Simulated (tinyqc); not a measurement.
Electron mobility in a silicon inversion layer, empirical terms and Matthiessen rule: effect of the inversion density.

Inversion layer of sheet density Ns on a uniformly doped body. The mobility terms are empirical power laws with prefactors chosen for the exercise; adding their inverses (Matthiessen) is itself an approximation.

ni = sqrt(Nc Nv) exp(-Eg/(2 Vt)), Eg in volts; Ndep = sqrt(2 eps0 eps_r Nb (2 Vt ln(Nb/ni) + Vsb)/q); E = q (Ndep + eta Ns)/(eps0 eps_r), in MV/cm. With t = T/(300 K): muC = Ac (Ns/1e12 cm^-2) t/(Nb/1e17 cm^-3 + Nit/1e11 cm^-2), muP = Ap E^(-1/3) t^(-1.75), muS = As E^(-gs); 1/mu is the sum of the inverses.

Values chosen for this exercise; material values close to those of silicon: temperature T = 300 K; band gap Eg = 1.13 eV; relative permittivity of the semiconductor eps_r = 11.7; conduction-band density of states at T Nc = 2.85e19 cm^-3; valence-band density of states at T Nv = 2.69e19 cm^-3; body doping Nb = 2.8e18 cm^-3; reverse body bias Vsb = 0.3 V; weight of the inversion charge in the effective field eta = 0.5; phonon-limited mobility at 1 MV/cm and 300 K Ap = 425 cm^2/(V s); roughness-limited mobility at 1 MV/cm As = 754 cm^2/(V s); exponent of the roughness term gs = 2; Coulomb prefactor Ac = 3200 cm^2/(V s); charge at the interface Nit = 1.9e10 cm^-2.

Constants: q = 1.602176634e-19 C, kB = 1.380649e-23 J/K, Vt = kB T/q, eps0 = 8.8541878128e-14 F/cm where lengths are in cm. Results are converted to the units shown.

Effect of the inversion density:

| Ns (cm^-2) | E (MV/cm) | muC (cm^2/(V s)) | muP (cm^2/(V s)) | muS (cm^2/(V s)) | mu (cm^2/(V s)) |
|---|---|---|---|---|---|
| 2e11 | 1.081 | 22.70 | 414.1 | 644.9 | 20.83 |
| 3.6e11 | 1.094 | 40.87 | 412.5 | 630.4 | 35.11 |
| 6.3e11 | 1.115 | 71.51 | 409.9 | 607.0 | 55.34 |
| 1.1e12 | 1.151 | 124.9 | 405.6 | 569.3 | 81.76 |
| 2e12 | 1.220 | 227.0 | 397.7 | 506.2 | 112.4 |
| 3.6e12 | 1.344 | 408.7 | 385.1 | 417.3 | 134.4 |
| 6.3e12 | 1.553 | 715.1 | 367.0 | 312.6 | 136.6 |
| 1.1e13 | 1.916 | 1249 | 342.2 | 205.3 | 116.4 |
| 2e13 | 2.612 | 2270 | 308.6 | 110.5 | 78.54 |

Read the table: what changes, and by how much?

As Ns goes from 2e11 to 2e13 cm^-2, E rises from 1.08 to 2.61 MV/cm and mu goes from 20.8 through a maximum of 137 (at Ns = 6.3e12 cm^-2 among the rows listed) to 78.5 cm^2/(V s). The smallest term is the Coulomb one in the first row and the roughness one in the last. Screening lifts the Coulomb term as Ns grows while the field presses the carriers to the interface, hence the maximum. For Ns = 6.3e12 to 2e13 cm^-2 E passes 1.5 MV/cm, beyond the usual range of such laws.

Computed by the program tinyqc: `OMP_NUM_THREADS=1 python tinyqc.py 2510117 2510118 out.jsonl`, one thread of a shared Intel Xeon 2.30GHz, about 0.01 s for the whole run.
